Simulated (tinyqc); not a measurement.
Donor or exciton in a quantum well (variational effective-mass method): one step, computed by the program tinyqc.

Electron and hole in their lowest subbands f(z) = cos(pi z/L); relative in-plane motion exp(-rho/lambda) (separable trial function), H = -nabla_rho^2 - 2/sqrt(rho^2 + (z_e - z_h)^2) in effective units. Mass and screening are the same in well and barrier; l = L/a* is the width in effective units. Bands are flat: no polarisation or applied field.

Problem. Best radius. k = pi/l; f = cos(k z) inside and zero outside. Binding E_b(lambda) = -1/lambda^2 + (8/lambda^2) int_0^l P(z) g(z) dz, with P(z) = (2/l) [(1 - z/l)(1 + cos(2 pi z/l)/2) + (3/(4 pi)) sin(2 pi z/l)] the distribution of |z_e - z_h| and g(z) = int_z^infinity exp(-2 sqrt(r^2 - z^2)/lambda) dr = int_0^infinity exp(-2 rho/lambda) rho/sqrt(rho^2 + z^2) d rho; 40 Gauss-Legendre points in z and 40 in t with rho = lambda t/(1 - t). Golden-section search for the maximum over lambda from 0.3 to 4, 40 steps.

Inputs (values chosen for the exercise, modelled on GaN): electron mass m = 0.195 m_0; well width L = 2.8 nm.

Centre: exciton. Barriers: infinite.

l = 0.7834148

Ry* = 21.61422 meV

a* = 3.574096 nm

Give: best lambda; binding in Ry*; binding energy; radius lambda a*.

Solution.

best lambda = 0.81997 a*

binding in Ry* = 2.2528

binding energy = 48.693 meV

radius lambda a* = 2.9306 nm

Confinement changes the binding by a factor 2.253 against the bulk value (limits: 4 in two dimensions, 1 inside a wide well, which this separable form does not reach). Caution: so narrow a well has large confinement energy, where non-parabolicity and barrier penetration matter.
